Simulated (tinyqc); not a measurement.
Born-von Karman spring model of a cubic crystal with one atom per cell: one step, computed by the program tinyqc.

First neighbours lie at a/2 (1,1,1) (8 of them), second at a (1,0,0) (6), with all permutations and signs; the volume per atom is Omega = a^3/2. Two shells of springs match a real metal only roughly, above all at the zone boundary.

Task: Sound velocities. rho = M/Omega and v = sqrt(C/rho), with C = C11, C44, C44 along [100]; (C11 + C12 + 2 C44)/2, C44, (C11 - C12)/2 along [110]; (C11 + 2 C12 + 4 C44)/3 and twice (C11 - C12 + C44)/3 along [111].

Inputs (values chosen for the exercise, modelled on molybdenum): lattice constant a = 3.147 angstrom; atomic mass M = 95.95 u.

Lattice: bcc.

C11 = 496.5543 GPa

C44 = 110.6471 GPa

C12 = 155.4490 GPa

Constants: u = 1.6605390666e-27 kg.

Give: density rho; Velocities (m/s).

Result:

density rho = 10224 kg/m^3

Velocities (m/s):
```
direction  longitudinal  transverse 1  transverse 2
[100]              6969          3290          3290
[110]              6535          3290          4084
[111]              6384          3838          3838
```

Along [110] the two transverse waves differ by a factor sqrt(2 C44/(C11 - C12)) = 0.805.
